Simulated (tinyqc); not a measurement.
Mass and degeneracy from charge and saturation current.

Question. At high drain voltage only states moving towards the drain are filled: n = (N0/2) F_0(eta), N0 = gv m kB T/(pi hbar^2), F_0(x) = ln(1 + exp x), and I = q (N0/2) vT F_(1/2)(eta) per width, vT = sqrt(2 kB T/(pi m)), F_(1/2)(x) = (2/sqrt(pi)) int_0^infinity u^(1/2)/(1 + exp(u - x)) du. Find eta and m.

Inputs (values chosen for the exercise):
```
symbol  value  unit            meaning
T         300     K        temperature
gv          1        valley degeneracy
```

Constants: q = 1.602176634e-19 C, kB = 1.380649e-23 J/K, hbar = 1.054571817e-34 J s, m0 = 9.1093837015e-31 kg. Results are converted to the units shown.

n = 8.0050602e10 cm^-2
I = 34.453371 uA/um

Answer. The mass drops out of I^2/(q^2 n) = gv (kB T)^2 F_(1/2)^2/(pi^2 hbar^2 F_0), which rises with eta and so fixes it; n then gives m.

eta = -0.9200
m = 0.04420 m0

Program tinyqc, `OMP_NUM_THREADS=1 python tinyqc.py 2400022 2400023 out.jsonl`; Intel Xeon 2.30GHz, shared host, one thread, about 0.01 s.
